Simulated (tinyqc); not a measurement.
Landau coefficient from the swing.

Problem. Below threshold and near Q = 0, a ferroelectric film of thickness tf changes the swing n Vt ln 10 by the factor 1 + 2 al tf Cp, and al = -3 sqrt(3) Ec/(4 Pr) (1 nm times 1 kV/cm is 1e-4 V). Find n, al and Pr.

Values chosen for this exercise: temperature T = 400 K; coercive field Ec = 1500 kV/cm; overlap capacitance per gate area Cp = 0.51 uF/cm^2.

Constants: q = 1.602176634e-19 C, kB = 1.380649e-23 J/K, Vt = kB T/q. Results are converted to the units shown.

swing without the film and with tf = 7.1 nm (mV/decade): [103.17914, 89.942713]

Answer. The first swing gives n, the ratio of the two gives al, and Ec then gives Pr.

n = 1.30
al = -177 kV cm/uC
Pr = 11.0 uC/cm^2

Computed by the program tinyqc: `OMP_NUM_THREADS=1 python tinyqc.py 2860008 2860009 out.jsonl`, one thread of a shared Intel Xeon 2.30GHz, about 0.02 s for the whole run.
